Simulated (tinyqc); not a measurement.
# Which input was changed?

Model: decay of LO phonons and the hot-phonon bottleneck in the cooling of electrons. Computed by tinyqc, a small Python program. Command: `OMP_NUM_THREADS=1 python tinyqc.py 3027127 3027128 out.jsonl hotphonon which`. One thread of a shared host (Intel(R) Xeon(R) Processor @ 2.30GHz), about 0.04 s of CPU time with the checks.

n(E, T) = 1/(exp(E/(k_B T)) - 1) is the Bose occupation. Electrons have a temperature T_e; the LO modes within their reach share one occupation N; the decay products stay at the lattice temperature.

Inputs (values chosen for the exercise, modelled on zinc oxide):

| quantity | value | unit |
|---|---|---|
| LO energy hbar omega | 72.6 | meV |
| lifetime at T = 0, tau_0 | 1.5 | ps |
| share f of the energy in the softer product | 0.23 | - |
| lattice temperature T | 77 | K |
| electron mass m* | 0.277 | m_0 |
| eps_inf | 3.7 | - |
| static dielectric constant eps_s | 8.02 | - |
| electron density n | 2.8e+17 | 1/cm^3 |
| density of LO modes that the electrons reach, N_m | 6.6e+19 | 1/cm^3 |
| power supplied per electron P | 0.88 | nW |

Decay channel: two unequal phonons (Ridley).

Constants: k_B = 8.617333262e-05 eV/K; c = 299792458 m/s; e^2/(4 pi eps_0) = 14.39964548 eV angstrom; hbar^2/(2 m_0) = 3.80998212 eV angstrom^2; hbar = 6.582119569e-16 eV s; e = 1.602176634e-19 C.

Method:
- Decay rate 1/tau = (1/tau_0) [1 + n(f hbar omega) + n((1 - f) hbar omega)].
- Full width Gamma = 1/(2 pi c tau) in 1/cm, c in cm/s.
- Froehlich coupling alpha = (e^2/(4 pi eps_0)) (1/eps_inf - 1/eps_s) k_0/(2 hbar omega), k_0 = sqrt(m* hbar omega/(hbar^2/(2 m_0))); emission time tau_sp = hbar/(2 alpha hbar omega); bottleneck ratio r = (n/N_m) tau/tau_sp.
- Net emission per electron: [(N + 1) x - N]/tau_sp with x = exp(-hbar omega/(k_B T_e)), a simple two-level balance; steady state of the modes: n [(N + 1) x - N]/tau_sp = N_m (N - N_0)/tau; power per electron P = hbar omega [(N + 1) x - N]/tau_sp.
- With p = P tau_sp/(hbar omega): N = N_0 + r p and x = (p + N)/(N + 1); without hot phonons N = N_0. The mode temperature T_LO solves n(hbar omega, T_LO) = N.

Question. One of these inputs alone was changed, within the range given: lifetime at T = 0, tau_0 (0.75 to 3); lattice temperature T (40 to 154); static dielectric constant eps_s (4.01 to 16.04); power supplied per electron P (0.44 to 1.76). Which one, and to what value?

Results:

| run | bottleneck ratio r | Raman width Gamma (1/cm) | mode temperature T_LO (K) |
|---|---|---|---|
| before | 1.353308 | 3.850856 | 109.6371 |
| after | 1.678102 | 3.105529 | 112.6802 |

Answer.

Each candidate set to reproduce bottleneck ratio r, and what it then gives:

| candidate | range searched | value needed | Raman width Gamma (1/cm) | mode temperature T_LO (K) |
|---|---|---|---|---|
| lifetime at T = 0, tau_0 (ps) | 0.75 to 3 | 1.860 | 3.1055 | 112.68 |
| lattice temperature T (K) | 40 to 154 | out of reach | - | - |
| static dielectric constant eps_s | 4.01 to 16.04 | 11.14 | 3.8509 | 109.64 |
| power supplied per electron P (nW) | 0.44 to 1.76 | no effect | - | - |

Only lifetime at T = 0, tau_0 fits every result: it went from 1.5 to 1.86 ps. The next best candidate, static dielectric constant eps_s, misses one result by 24 %.

Caution: alpha is above 1/2, so hbar/tau_sp exceeds hbar omega and the emission time, a weak-coupling result, is only rough.
